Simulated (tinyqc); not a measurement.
# Threshold spread from leakage statistics

Question. VT is Gaussian with standard deviation s and Ioff goes as exp(-VT/(n Vt)), so Ioff is log-normal: mean/median = exp(w^2/2) with w = s/(n Vt). Find w, s, the relative standard deviation sqrt(exp(w^2) - 1) and the share of devices that leak more than the mean, erfc(w/(2 sqrt(2)))/2.

Inputs (values chosen for the exercise):
```
symbol,value,unit,meaning
T,325,K,temperature
n,1.11,,subthreshold factor
```

Constants: q = 1.602176634e-19 C, kB = 1.380649e-23 J/K, Vt = kB T/q. Results are converted to the units shown.

mean/median of the off current = 1.0470359

Solution. w = sqrt(2 ln(mean/median)); the mean lies w/2 standard deviations out in ln Ioff.

w = 0.303
s = 9.43 mV
relative standard deviation = 0.310
share above the mean = 44.0 %

Computed by the program tinyqc: `OMP_NUM_THREADS=1 python tinyqc.py 2090015 2090016 out.jsonl`, one thread of a shared Intel Xeon 2.30GHz, about 0.01 s for the whole run.
